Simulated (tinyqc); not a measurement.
Telling the models apart: thermal, flicker and telegraph noise of a field-effect transistor. Computed by tinyqc, a small Python program. Command: `OMP_NUM_THREADS=1 python tinyqc.py 3028614 3028615 out.jsonl noise walk`. One thread of a shared host (Intel(R) Xeon(R) Processor @ 2.30GHz), about 0.01 s of CPU time with the checks.

Strong inversion, threshold roll-off and channel-length modulation left out; noise sources are uncorrelated and are given as one-sided spectral densities.

Inputs (values chosen for the exercise, modelled on a high-k silicon transistor):
```
quantity,value,unit
width W,25,micrometre
length L,680,nm
electrical oxide thickness t,7.4,nm
mobility mu,130,cm^2/(V s)
saturation velocity v_s,1.1,1e7 cm/s
oxide trap density N_t,6.1e+16,1/(eV cm^3)
oxide barrier phi,1.7,eV
oxide mass m_ox,0.45,m_0
Hooge parameter alpha_H,8e-06,-
frequency f,10,Hz
temperature T,300,K
```

Operating region: saturation. Flicker model: Hooge.

Constants: eps_0 = 8.8541878128e-12 F/m; hbar = 1.054571817e-34 J s; m_0 = 9.1093837015e-31 kg; e = 1.602176634e-19 C; k_B = 8.617333262e-05 eV/K.

Method. C_ox = 3.9 eps_0/t; V_c = 2 v_s L/mu; I = W C_ox v_s V_ov^2/(V_ov + V_c); g_m = W C_ox v_s V_ov (V_ov + 2 V_c)/(V_ov + V_c)^2; g_d0 = mu C_ox (W/L) V_ov. Tunnelling length lambda = hbar/(2 sqrt(2 m_ox phi)); flat-band noise S_Vfb = e^2 k_B T lambda N_t/(W L C_ox^2 f). Hooge: S_I = I^2 alpha_H/(f N), N = W L C_ox V_ov/e (the source-end density).

Against the overdrive:
```
V_ov (V),I (microampere),(g_m/I)^2 (1/V^2),S_I/I^2 (1/Hz),S_I/g_m^2 (V^2/Hz)
0.20,43.8,98.299,8.0787e-12,8.2185e-14
0.25,68.2,62.646,6.4629e-12,1.0317e-13
0.32,111.1,38.013,5.0492e-12,1.3283e-13
0.40,172.4,24.167,4.0393e-12,1.6714e-13
0.50,267.2,15.341,3.2315e-12,2.1065e-13
0.63,419.6,9.562,2.5647e-12,2.6822e-13
0.80,667.3,5.850,2.0197e-12,3.4522e-13
1.00,1026.0,3.687,1.6157e-12,4.3827e-13
```

What follows from these numbers?

S_I/I^2 falls as V_ov^-1.00 at first and V_ov^-1.00 at the end; (g_m/I)^2 as V_ov^-2.02 and V_ov^-2.07. S_I/I^2 follows 1/N, so the input-referred noise rises by a factor 5.33, roughly as V_ov.
